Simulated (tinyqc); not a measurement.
Plane-wave Kohn-Sham cycle with exchange-only LDA in a layered model solid, step by step. One step of it, computed by the program tinyqc.

Problem. Iteration 2: potential. V_H(G) = 4 pi rho(G)/G^2 for G != 0 (uniform background); v_x = -(3 rho/pi)^(1/3); V = V_ext + V_H + v_x; Fourier components f(G_m) = (1/N) sum_j f(x_j) exp(-i G_m x_j).

A solid whose potential varies along x alone (atomic units):

| parameter | value |
|---|---|
| period a | 12.500000 |
| cross-section of the cell | 25.000000 |
| electrons per cell | 4 |
| grid points | 16 |
| plane waves -n..n, n | 3 |
| k points | 3 |
| V1 in V1 cos(2 pi x/a) | -0.620000 |
| V2 in V2 cos(4 pi x/a) | 0.160000 |

density after iteration 1 (e/bohr^3): 0.02180801  0.02577041  0.02909702  0.02226535  0.01063764  0.00309024  0.00054975  0.00007400  0.00002316  0.00007400  0.00054975  0.00309024  0.01063764  0.02226535  0.02909702  0.02577041

Give: Potentials on the grid; V(G_m), m = 0, 1, 2, ....

Solution.

Potentials on the grid (hartree):

| x | V_ext | V_H | v_x | V |
|---|---|---|---|---|
| 0.0000 | -0.4600 | 0.7441 | -0.2751 | 0.0089 |
| 0.7812 | -0.4597 | 0.7066 | -0.2909 | -0.0439 |
| 1.5625 | -0.4384 | 0.5701 | -0.3029 | -0.1712 |
| 2.3438 | -0.3504 | 0.3156 | -0.2770 | -0.3118 |
| 3.1250 | -0.1600 | -0.0082 | -0.2166 | -0.3848 |
| 3.9062 | 0.1241 | -0.3184 | -0.1434 | -0.3377 |
| 4.6875 | 0.4384 | -0.5575 | -0.0807 | -0.1997 |
| 5.4688 | 0.6859 | -0.7038 | -0.0413 | -0.0592 |
| 6.2500 | 0.7800 | -0.7528 | -0.0281 | -0.0009 |
| 7.0312 | 0.6859 | -0.7038 | -0.0413 | -0.0592 |
| 7.8125 | 0.4384 | -0.5575 | -0.0807 | -0.1997 |
| 8.5938 | 0.1241 | -0.3184 | -0.1434 | -0.3377 |
| 9.3750 | -0.1600 | -0.0082 | -0.2166 | -0.3848 |
| 10.1562 | -0.3504 | 0.3156 | -0.2770 | -0.3118 |
| 10.9375 | -0.4384 | 0.5701 | -0.3029 | -0.1712 |
| 11.7188 | -0.4597 | 0.7066 | -0.2909 | -0.0439 |

V(G_m), m = 0, 1, 2, ... (hartree): -0.1881  0.0061  0.0969  -0.0042  -0.0012  0.0004  0.0003
